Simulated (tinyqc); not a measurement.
Delta-doped layer in the Thomas-Fermi potential: sweeps and comparisons. A value that a table varies takes the place of the one given here.

All donors ionised in the plane z = 0, zero temperature, energies from the Fermi level EF of the Thomas-Fermi model, which lies at the bulk band edge; c = hbar^2/2m0, q = e^2/(4 pi eps0). Layer in a (001) plane: two valleys with m_z = ml, m_d = mt (unprimed) and four with m_z = mt, m_d = sqrt(ml mt) (primed); m3 = (ml mt^2)^(1/3), gv = 6. With n = (gv/3 pi^2)(m3 (-V)/c)^(3/2) and V'' = -(4 pi q/eps) n for z > 0, the solution is V = -b/(|z| + z0)^4 with sqrt(b) = 20/K, K = (4 pi q/eps)(gv/3 pi^2)(m3/c)^(3/2), and z0^5 = 4b/(e F0), e F0 = 2 pi q N/eps; 1e13/cm^2 = 1e-3/angstrom^2. Exchange and correlation are left out.

Subbands solve -(c/m_z) psi'' + V psi = E psi on 1280 points of spacing z0/80; up to ten levels for each group, kept if bound with an rms width below 2.5 z0.

Constants: hbar^2/2m0 = 3.80998211 eV angstrom^2; e^2/(4 pi eps0) = 14.39964547 eV angstrom.

Inputs chosen for the exercise (near those of a delta-doped layer in Si; the results hold for these values, not for the real material): ml = 0.918 m0 (longitudinal mass); mt = 0.189 m0 (transverse mass); eps = 11.6 (dielectric constant); Nl = (1.9, 3.8, 7.6, 13, 23, 38, 61) x 1e13/cm^2 (sheet densities); N = 19 x 1e13/cm^2 (donor sheet density).

## Doping density

The well, the lowest level and the filling anew; at zero temperature n_i = g m_d (mu - E_i)/(2 pi c), with mu fixed by sum n_i = N.

Results:
```
N (1e13/cm^2)  z0 (angstrom)  depth (eV)  lowest (eV)  next - lowest (eV)  occupied  share of lowest (%)
1.9                     28.3      0.1049      -0.0398              0.0194         3                 31.6
3.8                     24.7      0.1827      -0.0756              0.0346         3                 30.0
7.6                     21.5      0.3181      -0.1424              0.0612         3                 28.3
13                      19.3      0.4887      -0.2315              0.0944         3                 27.1
23                      17.2      0.7714      -0.3862              0.1487         4                 25.8
38                      15.6      1.1527      -0.6040              0.2208         4                 24.6
61                      14.2      1.6833      -0.9180              0.3193         6                 23.5
```

How do the results move?

The depth grows as N^(4/5) and z0 shrinks as N^(-1/5): factors 16.0 and 2.00 for 32 times the doping. The lowest level deepens faster, with exponent 0.90, since the zero-point energy takes a smaller share of a deeper well (62 % falling to 45 %). The number of occupied subbands is 3 in the first row and 6 in the last. Depths beyond about 0.5 eV stretch parabolic valleys past their range.

## What each parameter does

z0, depth, lowest level and its rms width. Each row changes one parameter from the base and keeps the others.

Results:
```
case                  z0 (angstrom)  depth (eV)  lowest (eV)  rms z (angstrom)
base                          17.87      0.6621      -0.3255              3.82
N = 11.4 x 1e13/cm^2          19.79      0.4400      -0.2056              4.66
eps = 10.4                    16.74      0.6916      -0.3329              3.73
ml = 1.056 m0                 17.38      0.6438      -0.3208              3.62
mt = 0.161 m0                 19.05      0.7059      -0.3630              3.72
```

How do the results move?

The largest shifts from the base row, up to three for each result and ties (the steps differ in size, so this ranks the rows, not the parameters). z0 (angstrom): N +1.92, mt +1.18, eps -1.13. depth (eV): N -0.2221, mt +0.0439, eps +0.0296. lowest (eV): N +0.1199, mt -0.0374, eps -0.0074. rms z (angstrom): N +0.84, ml -0.20, mt -0.10.

Computed by tinyqc, a small Python program: `OMP_NUM_THREADS=1 python tinyqc.py 1281757 1281758 out.jsonl` (the numbers bound the seed that draws the inputs); one thread of a shared host (Intel(R) Xeon(R) Processor @ 2.30GHz), about 0.1 s for the whole set of steps.
